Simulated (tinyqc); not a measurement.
Worked calculation: MP2 on RHF in the sto-3g basis, for BeH2, spin multiplicity 1. One step of it, computed by the program tinyqc.

Problem. Second-order Moller-Plesset energy. E2 = sum_ijab (ia|jb) [2 (ia|jb) - (ib|ja)] / (e_i + e_j - e_a - e_b) over occupied i, j and virtual a, b; the opposite-spin part is (ia|jb)^2 / denominator, the rest is same-spin, and SCS-MP2 scales them by 6/5 and 1/3.

orbital energies (hartree): MO1 -4.529532, MO2 -0.427469, MO3 -0.386453, MO4 0.213888, MO5 0.213888, MO6 0.381411, MO7 0.754509

Two-electron integrals over orbitals (pq|rs), unique and non-zero (hartree):
```
(11|11) 2.271787    (21|11) -0.189107   (21|21) 0.024259    (22|11) 0.464283
(22|21) -0.005914   (22|22) 0.379827    (31|31) 0.005239    (32|31) 0.011666
(32|32) 0.160271    (33|11) 0.428812    (33|21) -0.002462   (33|22) 0.392100
(33|33) 0.415447    (41|41) 0.015753    (42|41) 0.014996    (42|42) 0.047792
(43|43) 0.012974    (44|11) 0.569182    (44|21) -0.007407   (44|22) 0.357151
(44|33) 0.340307    (44|44) 0.449859    (51|51) 0.015753    (52|51) 0.014996
(52|52) 0.047792    (53|53) 0.012974    (54|54) 0.024249    (55|11) 0.569182
(55|21) -0.007407   (55|22) 0.357151    (55|33) 0.340307    (55|44) 0.401360
(55|55) 0.449859    (61|11) -0.191290   (61|21) 0.025086    (61|22) -0.006139
(61|33) -0.003217   (61|44) -0.005519   (61|55) -0.005519   (61|61) 0.026051
(62|11) 0.131149    (62|21) -0.006158   (62|22) -0.016923   (62|33) -0.042278
(62|44) 0.064034    (62|55) 0.064034    (62|61) -0.005020   (62|62) 0.081793
(63|31) -0.000874   (63|32) -0.092489   (63|63) 0.085978    (64|41) 0.016266
(64|42) 0.046796    (64|64) 0.049769    (65|51) 0.016266    (65|52) 0.046796
(65|65) 0.049769    (66|11) 0.464502    (66|21) -0.006711   (66|22) 0.381053
(66|33) 0.392163    (66|44) 0.356224    (66|55) 0.356224    (66|61) -0.006512
(66|62) -0.029105   (66|66) 0.397528    (71|31) 0.009918    (71|32) 0.018345
(71|63) -0.000263   (71|71) 0.018968    (72|31) 0.004335    (72|32) -0.040271
(72|63) 0.062242    (72|71) 0.008184    (72|72) 0.057103    (73|11) 0.148284
(73|21) -0.004243   (73|22) -0.000537   (73|33) -0.018153   (73|44) 0.067847
(73|55) 0.067847    (73|61) -0.003559   (73|62) 0.077396    (73|66) -0.021559
(73|73) 0.086040    (74|43) 0.013399    (74|74) 0.016877    (75|53) 0.013399
(75|75) 0.016877    (76|31) 0.010096    (76|32) 0.140576    (76|63) -0.092235
(76|71) 0.016324    (76|72) -0.049293   (76|76) 0.137599    (77|11) 0.553607
(77|21) -0.007863   (77|22) 0.406830    (77|33) 0.423665    (77|44) 0.380817
(77|55) 0.380817    (77|61) -0.007873   (77|62) -0.022895   (77|66) 0.416441
(77|73) 0.000363    (77|77) 0.462344
```

Hartree-Fock energy = -15.53046681 hartree

Give: Terms; Pair energies; MP2 correlation energy; SCS-MP2 correlation energy; MP2 total energy.

Solution.

Terms:
```
i  j  a  b    (ia|jb)    (ib|ja)  denominator       term
3  3  6  6     0.0860     0.0860      -1.5357    -0.0048
2  2  6  6     0.0818     0.0818      -1.6178    -0.0041
3  2  7  6     0.0774     0.0622      -1.9498    -0.0037
2  3  6  7     0.0774     0.0622      -1.9498    -0.0037
3  3  7  7     0.0860     0.0860      -2.2819    -0.0032
2  2  5  5     0.0478     0.0478      -1.2827    -0.0018
2  2  4  4     0.0478     0.0478      -1.2827    -0.0018
3  2  6  7     0.0622     0.0774      -1.9498    -0.0015
2  3  7  6     0.0622     0.0774      -1.9498    -0.0015
2  2  7  7     0.0571     0.0571      -2.3640    -0.0014
3  3  5  5     0.0130     0.0130      -1.2007  -1.40e-04
3  3  4  4     0.0130     0.0130      -1.2007  -1.40e-04
1  1  6  6     0.0261     0.0261      -9.8219  -6.91e-05
2  1  5  5     0.0150     0.0150      -5.3848  -4.18e-05
1  2  5  5     0.0150     0.0150      -5.3848  -4.18e-05
2  1  4  4     0.0150     0.0150      -5.3848  -4.18e-05
1  2  4  4     0.0150     0.0150      -5.3848  -4.18e-05
1  1  7  7     0.0190     0.0190     -10.5681  -3.40e-05
1  1  5  5     0.0158     0.0158      -9.4868  -2.62e-05
1  1  4  4     0.0158     0.0158      -9.4868  -2.62e-05
2  1  7  7     0.0082     0.0082      -6.4660  -1.04e-05
1  2  7  7     0.0082     0.0082      -6.4660  -1.04e-05
1  2  6  6    -0.0050    -0.0050      -5.7198  -4.41e-06
2  1  6  6    -0.0050    -0.0050      -5.7198  -4.41e-06
3  1  7  6    -0.0036  -2.63e-04      -6.0519  -4.03e-06
1  3  6  7    -0.0036  -2.63e-04      -6.0519  -4.03e-06
1  3  7  6  -2.63e-04    -0.0036      -6.0519   1.32e-07
3  1  6  7  -2.63e-04    -0.0036      -6.0519   1.32e-07
```

Pair energies (hartree; pair i-j sums ij and ji):
```
pair  opposite spin  same spin
1-1       -1.55e-04     0.0000
2-1       -1.97e-04     0.0000
2-2         -0.0091     0.0000
3-1       -4.21e-06  -3.59e-06
3-2         -0.0101  -2.36e-04
3-3         -0.0083     0.0000
```

MP2 correlation energy = -0.028127 hartree

SCS-MP2 correlation energy = -0.033545 hartree

MP2 total energy = -15.558594 hartree
